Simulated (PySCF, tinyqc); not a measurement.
MP2 on RHF in the sto-6g basis, for H4, spin multiplicity 1, step by step. The lowest restricted solution is unstable here: a spin-polarised one lies 0.0922 hartree lower (PySCF). Computed by tinyqc, a small Python program that keeps every step (integrals from PySCF). Settings: charge = 0, multiplicity = 1, basis = sto-6g, method = RHF, energy threshold = 1e-10, iteration cap = 66, orthogonalisation = symmetric, start = Wolfsberg-Helmholz matrix, DIIS depth = 6. Command: `OMP_NUM_THREADS=1 python tinyqc.py 28356 28357 out.jsonl` (the two numbers bound the seeds that draw the settings). One thread of a shared host (Intel(R) Xeon(R) Processor @ 2.60GHz), about 0.07 s of CPU time with the checks. The early iterations of the SCF are left out here.

## One-electron integrals

Geometry (angstrom):
```
atom         x         y         z
H     0.000000  0.000000  0.000000
H     0.000000  0.000000  1.006000
H     0.000000  1.055000  0.000000
H     0.000000  1.055000  1.006000
```

Basis sto-6g: exponents (1/bohr^2) and contraction coefficients of normalised primitives:
```
element  l (shell)   exponent  coefficient
H            s (1)  35.523221     0.009164
H            s (1)   6.513144     0.049361
H            s (1)   1.822143     0.168538
H            s (1)   0.625955     0.370563
H            s (1)   0.243077     0.416492
H            s (1)   0.100112     0.130334
```

Overlap, kinetic and nuclear-attraction integrals over the contracted functions; the nuclear repulsion is the sum of Za Zb / Rab.

nuclear repulsion = 2.78123644 hartree

overlap S, order 1H 1s, 2H 1s, 3H 1s, 4H 1s:
$$\begin{pmatrix}
1.000000 & 0.493217 & 0.465007 & 0.272804 \\
0.493217 & 1.000000 & 0.272804 & 0.465007 \\
0.465007 & 0.272804 & 1.000000 & 0.493217 \\
0.272804 & 0.465007 & 0.493217 & 1.000000
\end{pmatrix}$$

kinetic energy T (hartree), order 1H 1s, 2H 1s, 3H 1s, 4H 1s:
$$\begin{pmatrix}
0.768522 & 0.109580 & 0.093135 & 0.013296 \\
0.109580 & 0.768522 & 0.013296 & 0.093135 \\
0.093135 & 0.013296 & 0.768522 & 0.109580 \\
0.013296 & 0.093135 & 0.109580 & 0.768522
\end{pmatrix}$$

nuclear attraction V (hartree), order 1H 1s, 2H 1s, 3H 1s, 4H 1s:
$$\begin{pmatrix}
-2.600220 & -1.220633 & -1.144505 & -0.679015 \\
-1.220633 & -2.600220 & -0.679015 & -1.144505 \\
-1.144505 & -0.679015 & -2.600220 & -1.220633 \\
-0.679015 & -1.144505 & -1.220633 & -2.600220
\end{pmatrix}$$

core Hamiltonian H = T + V (hartree), order 1H 1s, 2H 1s, 3H 1s, 4H 1s:
$$\begin{pmatrix}
-1.831697 & -1.111053 & -1.051369 & -0.665720 \\
-1.111053 & -1.831697 & -0.665720 & -1.051369 \\
-1.051369 & -0.665720 & -1.831697 & -1.111053 \\
-0.665720 & -1.051369 & -1.111053 & -1.831697
\end{pmatrix}$$

## Two-electron integrals

Functions are numbered as in S; the eight-fold symmetry (ij|kl) = (ji|kl) = (kl|ij) leaves the list below.

Two-electron integrals (ij|kl) in chemists' order, unique and non-zero (hartree):
```
(11|11) 0.774999   (21|11) 0.306706   (21|21) 0.155462   (22|11) 0.476081
(22|21) 0.306706   (22|22) 0.774999   (31|11) 0.284862   (31|21) 0.120188
(31|22) 0.197773   (31|31) 0.136508   (32|11) 0.141442   (32|21) 0.073472
(32|22) 0.147938   (32|31) 0.069472   (32|32) 0.042616   (33|11) 0.460493
(33|21) 0.205783   (33|22) 0.354747   (33|31) 0.284862   (33|32) 0.147938
(33|33) 0.774999   (41|11) 0.147938   (41|21) 0.073472   (41|22) 0.141442
(41|31) 0.069472   (41|32) 0.042160   (41|33) 0.141442   (41|41) 0.042616
(42|11) 0.197773   (42|21) 0.120188   (42|22) 0.284862   (42|31) 0.095510
(42|32) 0.069472   (42|33) 0.197773   (42|41) 0.069472   (42|42) 0.136508
(43|11) 0.205783   (43|21) 0.105066   (43|22) 0.205783   (43|31) 0.120188
(43|32) 0.073472   (43|33) 0.306706   (43|41) 0.073472   (43|42) 0.120188
(43|43) 0.155462   (44|11) 0.354747   (44|21) 0.205783   (44|22) 0.460493
(44|31) 0.197773   (44|32) 0.141442   (44|33) 0.476081   (44|41) 0.147938
(44|42) 0.284862   (44|43) 0.306706   (44|44) 0.774999
```

## Orthogonalisation

S = U s U^T; symmetric (Loewdin) form X = U s^(-1/2) U^T, so that X^T S X = 1.

eigenvalues of S: [0.314581, 0.698986, 0.755405, 2.231028]

X, order 1H 1s, 2H 1s, 3H 1s, 4H 1s:
$$\begin{pmatrix}
1.199770 & -0.289741 & -0.266975 & 0.026441 \\
-0.289741 & 1.199770 & 0.026441 & -0.266975 \\
-0.266975 & 0.026441 & 1.199770 & -0.289741 \\
0.026441 & -0.266975 & -0.289741 & 1.199770
\end{pmatrix}$$

## Starting guess

The start is the generalised Wolfsberg-Helmholz matrix (K = 1.75) built on H; D = 2 C_occ C_occ^T.

D at the start, order 1H 1s, 2H 1s, 3H 1s, 4H 1s:
$$\begin{pmatrix}
0.886008 & 0.886008 & -0.437784 & -0.437784 \\
0.886008 & 0.886008 & -0.437784 & -0.437784 \\
-0.437784 & -0.437784 & 0.886008 & 0.886008 \\
-0.437784 & -0.437784 & 0.886008 & 0.886008
\end{pmatrix}$$

## Iteration 2 (converged): orbitals

converged F (hartree), order 1H 1s, 2H 1s, 3H 1s, 4H 1s:
$$\begin{pmatrix}
-0.319327 & -0.521155 & -0.360870 & -0.314930 \\
-0.521155 & -0.319327 & -0.314930 & -0.360870 \\
-0.360870 & -0.314930 & -0.319327 & -0.521155 \\
-0.314930 & -0.360870 & -0.521155 & -0.319327
\end{pmatrix}$$

Diagonalise F' = X^T F X, C = X C', fill 2 alpha and 2 beta electrons from the bottom; D = 2 C_occ C_occ^T. Each column has its largest component positive (the first on a tie).

F' = X^T F X (hartree):
$$\begin{pmatrix}
0.028248 & -0.477067 & -0.256555 & 0.025740 \\
-0.477067 & 0.028248 & 0.025740 & -0.256555 \\
-0.256555 & 0.025740 & 0.028248 & -0.477067 \\
0.025740 & -0.256555 & -0.477067 & 0.028248
\end{pmatrix}$$

orbital energies (hartree): MO1 -0.679634, MO2 -0.218005, MO3 0.223020, MO4 0.787610

coefficients C, order 1H 1s, 2H 1s, 3H 1s, 4H 1s:
$$\begin{pmatrix}
0.334748 & 0.575281 & 0.598048 & 0.891464 \\
0.334748 & 0.575281 & -0.598048 & -0.891464 \\
0.334748 & -0.575281 & 0.598048 & -0.891464 \\
0.334748 & -0.575281 & -0.598048 & 0.891464
\end{pmatrix}$$

D after iteration 2, order 1H 1s, 2H 1s, 3H 1s, 4H 1s:
$$\begin{pmatrix}
0.886008 & 0.886008 & -0.437784 & -0.437784 \\
0.886008 & 0.886008 & -0.437784 & -0.437784 \\
-0.437784 & -0.437784 & 0.886008 & 0.886008 \\
-0.437784 & -0.437784 & 0.886008 & 0.886008
\end{pmatrix}$$

## Convergence

Stop when the energy changes by less than 1e-10 hartree and every element of the error matrix X^T (F D S - S D F) X is below 3e-06.

Course of the cycle:
```
iteration  E (hartree)     change  largest element of the error matrix
1          -1.82757574          -                             1.56e-15
2          -1.82757574  -1.78e-15                             6.50e-16
```

PySCF RHF in the same basis = -1.82757574 hartree

Converged in 2 iterations.

## Populations, bond orders and dipole

Mulliken: Z minus the diagonal of D S on the atom; Loewdin: the same with S^(1/2) D S^(1/2); Mayer order: 2 sum_s sum (D(s) S)_ij (D(s) S)_ji over the two atoms.

Charges (e):
```
atom  Mulliken  Loewdin
1H           0        0
2H           0        0
3H           0        0
4H           0        0
```

Mayer bond orders:
```
pair     order
2-1   1.000000
3-1          0
3-2          0
4-1          0
4-2          0
4-3   1.000000
```

dipole moment about the origin, x y z (debye): [0.000000, 0.000000, 0.000000]

## Integrals over molecular orbitals

(pq|rs) = sum C_ip C_jq C_kr C_ls (ij|kl), one index at a time.

one-electron integrals over orbitals h = C^T H C (hartree):
$$\begin{pmatrix}
-2.088652 & 0.000000 & 0.000000 & 0.000000 \\
0.000000 & -1.622522 & 0.000000 & 0.000000 \\
0.000000 & 0.000000 & -1.582713 & 0.000000 \\
0.000000 & 0.000000 & 0.000000 & -1.064892
\end{pmatrix}$$

Two-electron integrals over orbitals (pq|rs), unique and non-zero (hartree):
```
(11|11) 0.525568   (21|21) 0.139487   (22|11) 0.511468   (22|22) 0.521068
(31|31) 0.133863   (32|32) 0.079588   (33|11) 0.510196   (33|22) 0.499396
(33|33) 0.519119   (41|32) 0.078956   (41|41) 0.078390   (42|31) 0.132511
(42|42) 0.145500   (43|21) 0.137595   (43|43) 0.151147   (44|11) 0.515360
(44|22) 0.522836   (44|33) 0.522546   (44|44) 0.545515
```

## Second-order Moller-Plesset energy

Hartree-Fock energy = -1.82757574 hartree

E2 = sum_ijab (ia|jb) [2 (ia|jb) - (ib|ja)] / (e_i + e_j - e_a - e_b) over occupied i, j and virtual a, b; the opposite-spin part is (ia|jb)^2 / denominator, the rest is same-spin, and SCS-MP2 scales them by 6/5 and 1/3.

Terms:
```
i  j  a  b   (ia|jb)   (ib|ja)  denominator       term
2  1  4  3  0.132511  0.078956    -1.908269  -0.012920
1  2  3  4  0.132511  0.078956    -1.908269  -0.012920
2  2  4  4  0.145500  0.145500    -2.011230  -0.010526
1  1  3  3  0.133863  0.133863    -1.805308  -0.009926
2  2  3  3  0.079588  0.079588    -0.882049  -0.007181
1  1  4  4  0.078390  0.078390    -2.934489  -0.002094
1  2  4  3  0.078956  0.132511    -1.908269  -0.001051
2  1  3  4  0.078956  0.132511    -1.908269  -0.001051
```

Pair energies (hartree; pair i-j sums ij and ji):
```
pair  opposite spin  same spin
1-1       -0.012020   0.000000
2-1       -0.024937  -0.003006
2-2       -0.017707   0.000000
```

MP2 correlation energy = -0.05767024 hartree

SCS-MP2 correlation energy = -0.06659911 hartree

MP2 total energy = -1.88524598 hartree
